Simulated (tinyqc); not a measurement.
# Via and link resistance from two via chains

Problem. A chain of 5000 vias joined by 5000 metal links has R = 5000 (Rv + Rlink), with Rlink proportional to the link length. Find Rv, Rlink for length L, and the value of Rv that the short chain would give if the links were ignored.

resistance of chains of 5000 links with link lengths L and 3 L (ohm): 71500  1.475e5

Solution. R per link is a straight line in the link length; its intercept at zero length is Rv.

Rv = 6.70 ohm
Rlink = 7.60 ohm
Rv without correction = 14.3 ohm

tinyqc, about 0.01 s, one thread, Intel Xeon 2.30GHz (shared host): `OMP_NUM_THREADS=1 python tinyqc.py 2750207 2750208 out.jsonl`
